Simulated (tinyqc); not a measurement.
Admittance spectroscopy and thermally stimulated current of one trap level in a depletion layer: one step, computed by the program tinyqc. Command: `OMP_NUM_THREADS=1 python tinyqc.py 3112234 3112235 out.jsonl admit walk`. One thread of a shared host (Intel(R) Xeon(R) Processor @ 2.30GHz), about 0.01 s of CPU time with the checks.

A Schottky junction on n-type material holds one donor-like electron trap; shallow donors are fully ionised and abrupt depletion edges are assumed.

Problem. Temperature of the peak. N_c = 2 (2 pi m k_B T/h^2)^(3/2), v_th = sqrt(3 k_B T/m), emission rate e_n = sigma v_th N_c exp(-E_t/(k_B T)). Where the level crosses the Fermi level capture equals emission, so the trap follows the signal with the rate 2 e_n; G/omega peaks at omega = 2 e_n (the correction for large N_t/N is left out). Solve 2 e_n(T_p) = 2 pi f.

Inputs (values chosen for the exercise, modelled on n-type 4H-SiC):

| quantity | value | unit |
|---|---|---|
| density-of-states mass m | 0.774 | m_0 |
| shallow doping N | 1.3e+16 | 1/cm^3 |
| trap depth E_t below the band | 0.405 | eV |
| capture cross section sigma | 6.9e-14 | cm^2 |
| test frequency f | 300 | Hz |

Constants: k_B = 1.380649e-23 J/K; m_0 = 9.1093837015e-31 kg; h = 6.62607015e-34 J s; k_B = 8.617333262e-05 eV/K.

Give: peak temperature T_p; N_c at T_p; e_n at T_p; E_c - E_F = k_B T_p ln(N_c/N).

Solution.

peak temperature T_p = 206.3 K

N_c at T_p = 9.743e+18 1/cm^3

e_n at T_p = 942.5 1/s

E_c - E_F = k_B T_p ln(N_c/N) = 0.1177 eV
